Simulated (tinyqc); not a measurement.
Inside a calculation. Model: Froehlich polaron in a polar crystal. Computed by tinyqc, a small Python program that keeps every step. Command: `OMP_NUM_THREADS=1 python tinyqc.py 3014883 3014884 out.jsonl frohlich walk`. One thread of a shared host (Intel(R) Xeon(R) Processor @ 2.30GHz), about 0.04 s of CPU time with the checks. Intermediate numbers are printed to about 6 digits and carried at full precision; extremes and crossings named in words are read from the listed rows.

One electron in a parabolic band of mass m*, coupled to dispersionless LO phonons in the continuum model. Energies are in units of hbar omega unless marked, wave numbers in k_0 = sqrt(2 m* omega/hbar).

Inputs (values chosen for the exercise, for a model crystal): band mass m* = 1.27 m_0; LO phonon energy hbar omega = 111 meV; eps_inf = 5.94; static dielectric constant eps_s = 7.13; temperature T = 100 K; electron wave number k/k_0 = 0.11; trial v = 4.1; trial w = 2.7.

Constants: hbar^2/(2 m_0) = 3.80998212 eV angstrom^2; e^2/(4 pi eps_0) = 14.39964548 eV angstrom; k_B = 8.617333262e-05 eV/K; hbar = 6.582119569e-16 eV s; e = 1.602176634e-19 C; m_0 = 9.1093837015e-31 kg.

## Coupling constant and length scale

1/eps* = 1/eps_inf - 1/eps_s; k_0 = sqrt(2 m* omega/hbar) = sqrt(m* hbar omega / (hbar^2/(2 m_0))) with m* in m_0; alpha = (e^2/(4 pi eps_0)) k_0/(2 eps* hbar omega); polaron length 1/k_0.

eps* = 35.5901

k_0 = 0.192354 1/angstrom

coupling constant alpha = 0.350568

polaron length 1/k_0 = 5.19874 angstrom

Weak coupling: perturbation theory should serve.

## Second-order perturbation theory

At T = 0 and k < k_0: E(k) = (k/k_0)^2 - alpha arcsin(k/k_0)/(k/k_0); so E(0) = -alpha, 1/m_p = (1 - alpha/6)/m*, and the mean number of phonons in the cloud at k = 0 is alpha/2. The Lee-Low-Pines variational state gives the same E(0) and m_p = m* (1 + alpha/6).

energy shift at k = 0 = -38.9130 meV

E(k) = -0.339178 hbar omega

m*/m_p, second order = 0.941572

m_p/m*, Lee-Low-Pines = 1.05843

phonons in the cloud = 0.175284

## Strong-coupling trial states

Landau-Pekar: the lattice follows the mean electron density. A Gaussian state exp(-b^2 r^2/2) gives E(b) = (3/2) b^2 - alpha b sqrt(2/pi) (b in k_0), minimised at b = alpha sqrt(2/pi)/3 to E = -alpha^2/(3 pi); a state exp(-b r) gives E(b) = b^2 - (5/8) alpha b, minimised at b = 5 alpha/16 to E = -25 alpha^2/256.

best b, Gaussian = 0.0932375 k_0

E, Gaussian = -0.0130398 hbar omega

best b, exponential = 0.109552 k_0

E, exponential = -0.0120017 hbar omega

The Gaussian bound lies below -alpha only for alpha > 3 pi = 9.42; here it lies above, so the self-trapped state is the poorer bound.

## Feynman's energy at a trial point

Feynman's bound: E(v, w) = 3 (v - w)^2/(4 v) - (alpha v/sqrt(pi)) int_0^infinity e^-u D(u)^(-1/2) du, D = w^2 u + ((v^2 - w^2)/v)(1 - e^(-v u)); integrals by 80 Gauss-Legendre points in s from 0 to 1 with u = 40 s^2.

first term = 0.358537 hbar omega

E(v, w) = -0.0458283 hbar omega

## Feynman's variational polaron

Minimise over v > w > 0 (simplex search); mass m_p/m* = 1 + (alpha v^3/(3 sqrt(pi))) int u^2 e^-u D^(-3/2) du.

best v = 3.04

best w = 2.96

E, Feynman = -0.352113 hbar omega

polaron energy, Feynman = -39.0845 meV

m_p/m*, Feynman = 1.062

The bound lies 0.4 % below -alpha, and the mass is 1.00 times the Lee-Low-Pines value.

## Mobility at low temperature

Scattering by absorption of an LO phonon: 1/tau = 2 alpha omega n, n = 1/(exp(hbar omega/(k_B T)) - 1); mu = e tau/m*, the weak-coupling result for k_B T well below hbar omega.

phonon occupation n = 2.54594e-06

lifetime tau = 3.32196e+06 fs

mobility = 4.60057e+06 cm^2/(V s)

Caution: LO phonons are so rare at this T that impurities and acoustic phonons, left out here, limit the real mobility.

## All approximations against the coupling

Other columns: second order -alpha; Landau-Pekar Gaussian -alpha^2/(3 pi); Lee-Low-Pines mass 1 + alpha/6. The polaron energy in meV uses the given hbar omega.

Energies (hbar omega) and masses (m*):
```
alpha  second order      Gaussian     Feynman  Feynman (meV)  mass, LLP  mass, Feynman     v     w
0.088        -0.088  -8.21664e-04  -0.0880960       -9.77866    1.01467          1.015  3.01  2.99
0.18          -0.18   -0.00343775   -0.180404       -20.0248       1.03          1.031  3.02  2.98
0.35          -0.35    -0.0129977   -0.351540       -39.0210    1.05833          1.062  3.04  2.96
0.56          -0.56    -0.0332740   -0.563988       -62.6026    1.09333          1.102  3.06  2.93
3.1            -3.1      -1.01965    -3.24342       -360.020    1.51667          1.942  3.44  2.54
6.1            -6.1      -3.94810    -6.84428       -759.715    2.01667          7.313  4.75  1.85
9.1            -9.1      -8.78641    -11.6766       -1296.10    2.51667          66.79  10.1  1.27
12              -12      -15.2789    -18.1434       -2013.92          3          281.6  18.6  1.13
```

All three energies are upper bounds (-alpha through the Lee-Low-Pines state), and the Feynman value is the lowest in every row. It lies within 5 % of -alpha up to alpha = 3.1; at alpha = 12 it is 1.19 times the Gaussian value, whose alpha^2 law it approaches with a constant shift of about -3 ln 2 - 3/4 = -2.83 (here -2.86). The mass stays within 10 % of 1 + alpha/6 up to alpha = 0.56 and reaches 282 m* in the last row; w falls from 2.99 towards 1 while v grows to 18.6.

Checks made by the program: second-order shift against the integral -(2 alpha/pi) int dq/(1 + q^2) (relative difference below 1e-10); v = w reduces the bound to -alpha (relative difference 1e-10).
